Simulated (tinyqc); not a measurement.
Threshold spread from leakage statistics.

Question. VT is Gaussian with standard deviation s and Ioff goes as exp(-VT/(n Vt)), so Ioff is log-normal: mean/median = exp(w^2/2) with w = s/(n Vt). Find w, s, the relative standard deviation sqrt(exp(w^2) - 1) and the share of devices that leak more than the mean, erfc(w/(2 sqrt(2)))/2.

Inputs (values chosen for the exercise): temperature T = 273 K; subthreshold factor n = 1.43.

Constants: q = 1.602176634e-19 C, kB = 1.380649e-23 J/K, Vt = kB T/q. Results are converted to the units shown.

mean/median of the off current = 1.0759942

Solution. w = sqrt(2 ln(mean/median)); the mean lies w/2 standard deviations out in ln Ioff.

w = 0.3827
s = 12.88 mV
relative standard deviation = 0.3972
share above the mean = 42.41 %

Program tinyqc, `OMP_NUM_THREADS=1 python tinyqc.py 2090122 2090123 out.jsonl`; Intel Xeon 2.30GHz, shared host, one thread, about 0.01 s.
